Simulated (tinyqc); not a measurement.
Worked calculation: sputter depth profiling of a dopant layer: erosion rate, quantification and the mixing-roughness response. Computed by tinyqc, a small Python program that keeps every step. Command: `OMP_NUM_THREADS=1 python tinyqc.py 3005908 3005909 out.jsonl sims walk`. One thread of a shared host (Intel(R) Xeon(R) Processor @ 2.30GHz), about 0.03 s of CPU time with the checks. Intermediate numbers are printed to about 6 digits and carried at full precision; extremes and crossings named in words are read from the listed rows.

A rastered ion beam erodes silicon (49.94 atoms per nm^3). The measured profile is the true one convolved with a depth response.

Inputs (values chosen for the exercise, modelled on a dopant in silicon under an oxygen or caesium beam):

| quantity | value | unit |
|---|---|---|
| beam energy E | 6.2 | keV |
| beam current | 150 | nA |
| raster side | 500 | um |
| sputter yield at 1 keV | 1 | - |
| mixing length at 1 keV | 1.3 | nm |
| roughness sigma | 0.93 | nm |
| depth of the top edge z0 | 37 | nm |
| box width b | 9.2 | nm |
| box concentration C | 1.9e+18 | 1/cm^3 |
| relative sensitivity factor RSF | 2.4e+21 | 1/cm^3 |
| matrix count rate | 460000 | 1/s |
| background count rate | 1.8 | 1/s |
| counting time per point | 2 | s |
| level that defines the junction C_B | 1e+16 | 1/cm^3 |

True profile: box.

Constants: e = 1.602176634e-19 C.

## Erosion and sensitivity

Scaling chosen for the exercise: yield Y = Y1 E^0.5, mixing length w = w1 E^0.5 (E in keV). Erosion rate = Y I/(e x raster^2 x density); depth step = rate x counting time; concentration = RSF x counts/matrix counts; detection limit = RSF x 3 sqrt(background x time)/(matrix rate x time).

yield Y = 2.48998

mixing length w = 3.23697 nm

erosion rate = 0.186719 nm/s

depth step = 0.373438 nm

detection limit = 1.48490e+16 1/cm^3

Caution: with so few background counts Poisson statistics, not 3 sqrt(N), set the true limit.

## Measured shape

Mixing alone turns a layer at z0 into (1/w) exp(-(z - z0 + w)/w) for z > z0 - w; roughness adds a Gaussian of width sigma. With x = z - z0 + w: g(x) = (1/(2w)) exp(sigma^2/(2 w^2) - x/w) erfc((sigma/w - x/sigma)/sqrt2), and its integral G(x) = (1/2) erfc(-x/(sigma sqrt2)) - w g(x). Measured: C [G(x) - G(x - b)]. Find the maximum, the full width at half maximum and the deep point where the profile falls to C_B; far down, the trailing edge decays by w ln(10) per decade.

depth of the maximum = 41.7709 nm

peak concentration = 1.71012e+18 1/cm^3

full width at half maximum = 9.66112 nm

apparent junction depth = 59.8867 nm

trailing slope = 7.45341 nm/decade

The true deep edge lies at 46.2 nm, so the junction appears 13.7 nm too deep. The peak reaches 90.0 % of the true concentration. Caution: C_B lies below the detection limit, so this point could not be measured.

## Moments

Convolution adds means and variances: the response has mean 0 (shift -w plus exponential mean w) and variance w^2 + sigma^2; a box adds the mean b/2 and the variance b^2/12.

centroid = 41.6 nm

standard deviation = 4.28908 nm

maximum minus centroid = 0.170855 nm

The centroid stays at the true position while the maximum lies deeper, so depth is read from the centroid.

## Points of the profile

Counts = concentration x matrix rate x time/RSF + background x time; relative noise 1/sqrt(counts). Depths are z0 - w + k (w + sigma), k = -0.5, 0, 0.5, 1, 2, 3, 5, 8, 12.

Profile:

| k | z (nm) | measured (1/cm^3) | counts | relative noise |
|---|---|---|---|---|
| -0.5 | 31.6795 | 2.17632e+15 | 4.434 | 0.474886 |
| 0.0 | 33.7630 | 1.83838e+17 | 74.071 | 0.116192 |
| 0.5 | 35.8465 | 8.62353e+17 | 334.168 | 0.054704 |
| 1.0 | 37.9300 | 1.35348e+18 | 522.433 | 0.043751 |
| 2.0 | 42.0970 | 1.70353e+18 | 656.621 | 0.039025 |
| 3.0 | 46.2639 | 6.72509e+17 | 261.395 | 0.061852 |
| 5.0 | 54.5979 | 5.12362e+16 | 23.241 | 0.207432 |
| 8.0 | 67.0988 | 1.07738e+15 | 4.013 | 0.499190 |
| 12.0 | 83.7667 | 6.25302e+12 | 3.602 | 0.526871 |

## Beam energy: resolution against speed

Width = full width at half maximum; the apparent junction is the deep point where the profile falls to C_B; time to profile to twice z0 = 2 z0/erosion rate, at fixed current.

Measured values:

| E (keV) | w (nm) | peak (1/cm^3) | width (nm) | apparent junction (nm) | time (min) |
|---|---|---|---|---|---|
| 0.15 | 0.50349 | 1.89982e+18 | 9.20024 | 49.1912 | 42.4661 |
| 0.25 | 0.65000 | 1.89934e+18 | 9.20095 | 49.6256 | 32.8941 |
| 0.50 | 0.91924 | 1.89650e+18 | 9.20542 | 50.5744 | 23.2596 |
| 1.00 | 1.30000 | 1.88545e+18 | 9.22472 | 52.0527 | 16.4471 |
| 2.00 | 1.83848 | 1.85323e+18 | 9.28838 | 54.2309 | 11.6298 |
| 4.00 | 2.60000 | 1.78195e+18 | 9.45650 | 57.3319 | 8.2235 |
| 8.00 | 3.67696 | 1.65818e+18 | 9.83116 | 61.6195 | 5.8149 |

From the highest to the lowest energy the width goes from 9.83 to 9.20 nm, towards the floor set by roughness and the box width 9.2 nm, and the junction error from 15.4 to 2.99 nm, at 7.3 times the time. Extrapolating the tail slope to zero energy separates mixing from real diffusion. Caution: the surface transient, segregation under the beam and the growth of roughness with depth are left out, and real yields fall faster near the sputter threshold.

Checks made by the program: dose under the measured profile (relative difference below 1e-10).
